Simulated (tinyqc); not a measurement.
What an interlayer buys: scattering of inversion-layer electrons by surface optical phonons of the gate insulator (remote phonon scattering). Computed by tinyqc, a small Python program. Command: `OMP_NUM_THREADS=1 python tinyqc.py 3112665 3112666 out.jsonl sophonon walk`. One thread of a shared host (Intel(R) Xeon(R) Processor @ 2.30GHz), about 0.01 s of CPU time with the checks.

One subband with the Fang-Howard envelope; insulator and channel are half-spaces, the gate is far away, and an interlayer only moves the polar surface away by t (its own modes and its permittivity contrast are left out).

Inputs (values chosen for the exercise, modelled on HfO2 on germanium):
```
quantity                                   value        unit
static constant of the insulator eps_0s     21.4           -
intermediate constant eps_i                 6.65           -
optical constant eps_inf                    4.99           -
hbar omega_TO1                              12.1         meV
hbar omega_TO2                              49.3         meV
constant of the channel eps_s               16.2           -
in-plane mass m                            0.116         m_0
valleys g_v                                    4           -
sheet density n                          1.4e+12      1/cm^2
mean distance of the electrons z0 = 3/b      1.3          nm
interlayer thickness t                      0.38          nm
temperature T                                300           K
mobility from other processes                330  cm^2/(V s)
```

Screening by the channel electrons: none.

Constants: k_B = 8.617333262e-05 eV/K; hbar^2/(2 m_0) = 3.80998212 eV angstrom^2; e^2/(4 pi eps_0) = 14.39964548 eV angstrom; hbar = 6.582119569e-16 eV s; e = 1.602176634e-19 C; m_0 = 9.1093837015e-31 kg.

Method:
- eps(w) = eps_inf + (eps_0s - eps_i) w1^2/(w1^2 - w^2) + (eps_i - eps_inf) w2^2/(w2^2 - w^2). Surface modes solve eps(w) + eps_s = 0, a quadratic in w^2; the strength of a mode is g = 2/(w d eps/dw).
- Occupation N = 1/(exp(hbar w/(k_B T)) - 1).
- Density of states D = g_v m/(pi hbar^2); eta = E_F/(k_B T) = ln(exp(n/(D k_B T)) - 1); screening wave number q_s = e^2 D/(2 eps_0 eps_avg) x 1/(1 + exp(-eta)), eps_avg = (eps_s + eps_inf)/2; b = 3/z0.
- For a mode of strength g, without the occupation factor, Area x |M(q)|^2 = e^2 hbar w g/(2 eps_0 q) x (b/(b + q))^6 exp(-2 q t).
- Approximate momentum relaxation rate, taking tau v alike in the initial and final states: 1/tau = (m/(2 pi hbar^3)) sum over modes and over absorption (N, E' = E + hbar w) and emission (N + 1, E' = E - hbar w > 0) of [(1 - f(E'))/(1 - f(E))] int_0^(2 pi) Area |M(q)|^2 (1 - cos theta) d theta, q^2 = k^2 + k'^2 - 2 k k' cos theta, f the Fermi function; 48 midpoints in theta from 0 to pi.
- mu = (e/m) int tau E f (1 - f) dE/(k_B T int f dE), by 300 midpoints from 0 to (max(eta, 0) + 14) k_B T; Matthiessen sum with the other processes.

hbar omega_SO (meV): 1 15.4975, 2 51.2742

strengths g: 1 0.0168924, 2 0.0037040

occupations N: 1 1.21780, 2 0.15956

b = 2.30769 1/nm

q_s = 0.403465 1/nm

eta = -1.13218

Against the interlayer thickness:
```
t (nm)  remote-phonon mobility (cm^2/(V s))  total (cm^2/(V s))
0.0                                    1850              280.03
0.3                                    2619              293.07
0.6                                    3643              302.59
1.0                                    5477              311.25
1.5                                    8640              317.86
2.0                                   12902              321.77
3.0                                   25238              325.74
```

What does the comparison show, and why?

1 nm of interlayer raises the remote-phonon mobility by a factor 2.96, as exp(2 q t) with an effective q of 0.54 per nm; between 2 and 3 nm the effective q is 0.34. The total goes from 280 to 311 over the first nanometre.

Extremes, crossings and ranges named in words are read from the listed rows.
